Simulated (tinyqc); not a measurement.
Worked calculation: delta-doped layer in the Thomas-Fermi potential. Values are carried at full precision from step to step, so a last printed digit may differ when a step is redone from the rounded ones.

All donors ionised in the plane z = 0, zero temperature, energies from the Fermi level EF of the Thomas-Fermi model, which lies at the bulk band edge; c = hbar^2/2m0, q = e^2/(4 pi eps0). Layer in a (001) plane: two valleys with m_z = ml, m_d = mt (unprimed) and four with m_z = mt, m_d = sqrt(ml mt) (primed); m3 = (ml mt^2)^(1/3), gv = 6. With n = (gv/3 pi^2)(m3 (-V)/c)^(3/2) and V'' = -(4 pi q/eps) n for z > 0, the solution is V = -b/(|z| + z0)^4 with sqrt(b) = 20/K, K = (4 pi q/eps)(gv/3 pi^2)(m3/c)^(3/2), and z0^5 = 4b/(e F0), e F0 = 2 pi q N/eps; 1e13/cm^2 = 1e-3/angstrom^2. Exchange and correlation are left out.

Constants: hbar^2/2m0 = 3.80998211 eV angstrom^2; e^2/(4 pi eps0) = 14.39964547 eV angstrom.

Values chosen for the exercise (near those of a delta-doped layer in Si; not measured data): ml = 0.936 m0 (longitudinal mass); mt = 0.186 m0 (transverse mass); eps = 11.5 (dielectric constant); N = 19 x 1e13/cm^2 (donor sheet density).

## The Thomas-Fermi well

Give K, b, e F0, z0 and the depth b/z0^4.

K = 0.077154 eV^(-1/2) angstrom^-2
b = 67195 eV angstrom^4
e F0 = 0.14948 eV/angstrom
z0 = 17.82 angstrom
depth = 0.6660 eV

Half of the electrons lie within |z| < (2^(1/5) - 1) z0 = 2.7 angstrom. The mean donor spacing in the plane is 7.3 angstrom, against a Bohr radius 0.529177 eps/m3 = 19.1 angstrom: the orbits overlap many donors, so a smeared sheet is a fair model in the plane. Across the plane the Thomas-Fermi density is more peaked than that of the quantised subbands, the more so the fewer are filled.

## Profile

V = -b/(|z| + z0)^4, n and the share of electrons beyond |z|, (z0/(|z| + z0))^5, at z = 0, 0.1, 0.25, 0.5, 1 and 2 times z0; n = (eps/(4 pi q)) 20 b/(|z| + z0)^6, q = e^2/(4 pi eps0), 1/angstrom^3 = 1e24/cm^3.

Profile:
```
z (angstrom)   V (eV)  n (1e19/cm^3)  share beyond
0.0           -0.6660            267         1.000
1.8           -0.4549            150         0.621
4.5           -0.2728           69.9         0.328
8.9           -0.1316           23.4         0.132
17.8          -0.0416           4.16         0.031
35.6          -0.0082          0.366         0.004
```

## Subbands

Subbands solve -(c/m_z) psi'' + V psi = E psi on 1280 points of spacing z0/80; up to ten levels for each group, kept if bound with an rms width below 2.5 z0.

List the bound levels with their rms width.

Subbands:
```
label  valleys g  m_d (m0)   E (eV)  rms z (angstrom)
0              2    0.1860  -0.3291               3.8
0'             4    0.4172  -0.1977               8.8
1              2    0.1860  -0.0693              11.6
2              2    0.1860  -0.0151              25.1
```

The lowest level lies 51 % of the way up the well, and 0' follows 131 meV higher.

## Filling the subbands

At zero temperature n_i = g m_d (mu - E_i)/(2 pi c) for E_i < mu, c = hbar^2/2m0; find mu from sum n_i = N (1e13/cm^2 = 1e-3/angstrom^2).

mu = -0.0104 eV

n_i in the order of the list (1e13/cm^2): 4.952  13.059  0.916  0.074

4 subbands filled in part, the lowest with 26 % of the electrons. The potential was built for a Fermi level at 0; filling its quantised levels puts mu 1.6 % of the depth below that, which shows how nearly the two pictures agree. The fullest is 0', with 69 %.

## Estimate from a V-shaped well

Near z = 0 the well is -depth + e F0 |z|, whose levels are a (c (e F0)^2/m_z)^(1/3) with a = 1.018793 (even) and 2.338107 (odd); c = hbar^2/2m0, m_z = ml, for the unprimed levels.

levels 0 and 1 (eV): -0.2079  0.3855

Level 0 comes out 121 meV too high, since screening flattens the true well away from the plane, and level 1 lands above the rim at 0.

## Checks

- Integral of the Thomas-Fermi density against N, 1e13/cm^2: both 19.00.
- Lowest level on a finer grid (z0/200), eV: both -0.329.

(tinyqc, `OMP_NUM_THREADS=1 python tinyqc.py 1280530 1280531 out.jsonl`, Intel(R) Xeon(R) Processor @ 2.30GHz, 1 thread, shared host, about 0.3 s.)
